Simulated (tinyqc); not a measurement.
## Long-channel MOSFET, surface-potential model: effect of the insulator thickness

n-channel transistor on a uniformly doped p-type body, gradual-channel approximation, constant mobility, Boltzmann statistics, full ionisation. Potentials are counted from the neutral body; V is the electron quasi-Fermi potential, Vsb at the source and Vsb + Vds at the drain. Charges are magnitudes per area.

ni = sqrt(Nc Nv) exp(-Eg/(2 Vt)), Eg in volts; phiF = Vt ln(Na/ni); Cox = eps0 eox/tox; gamma = sqrt(2 q eps0 eps_r Na)/Cox. The surface potential psi at channel potential V solves Vgs + Vsb - Vfb - psi = gamma sqrt(G), G = psi - Vt + Vt exp((psi - 2 phiF - V)/Vt). Charge sheet: Qi = Cox gamma [sqrt(G) - sqrt(psi - Vt)]; I = mu (W/L) [integral of Qi dpsi from psi_0 to psi_L (drift) + Vt (Qi0 - QiL) (diffusion)], with psi_0 at V = Vsb and psi_L at V = Vsb + Vds. VT = Vfb + 2 phiF + gamma sqrt(2 phiF + Vsb), m = 1 + gamma/(2 sqrt(2 phiF + Vsb)). The swing is 20 mV/log10[I(VT - 0.14 V)/I(VT - 0.16 V)] of the charge-sheet current at the given Vds.

Inputs (values chosen for the exercise); material values close to those of silicon: temperature T = 300 K; band gap Eg = 1.14 eV; relative permittivity of the semiconductor eps_r = 11.5; conduction-band density of states at T Nc = 2.84e19 cm^-3; valence-band density of states at T Nv = 2.63e19 cm^-3; acceptor density of the body Na = 5e15 cm^-3; relative permittivity of the gate insulator eox = 4.04; flat-band voltage Vfb = -0.56 V; channel mobility mu = 240 cm^2/(V s); gate width W = 5 um; gate length L = 5 um; source-body reverse bias Vsb = 0 V; gate-source voltage Vgs = 0.39 V; drain-source voltage Vds = 1.2 V.

Constants: q = 1.602176634e-19 C, kB = 1.380649e-23 J/K, Vt = kB T/q, eps0 = 8.8541878128e-14 F/cm where lengths are in cm. Results are converted to the units shown.

Effect of the insulator thickness:
```
tox (nm)  gamma (V^0.5)  VT (V)      m  swing (mV/decade)  I at Vgs, Vds (uA)
2               0.02258  0.1538  1.014              62.00               1.800
2.7             0.03049  0.1604  1.018              62.33               1.435
3.6             0.04065  0.1689  1.024              62.75               1.111
4.8             0.05420  0.1802  1.033              63.32              0.8200
6.5             0.07339  0.1962  1.044              64.12              0.5546
8.8             0.09936  0.2179  1.060              65.19              0.3382
12               0.1355  0.2480  1.081              66.68              0.1726
```

As tox goes from 2 to 12 nm, VT rises from 0.154 to 0.248 V, the swing rises from 62.0 to 66.7 mV a decade and the current falls from 1.80 to 0.173 uA. The swing is 2.8 % above m Vt ln 10 in the first row and 3.6 % above it in the last.

tinyqc, about 0.03 s, one thread, Intel Xeon 2.30GHz (shared host): `OMP_NUM_THREADS=1 python tinyqc.py 2360082 2360083 out.jsonl`
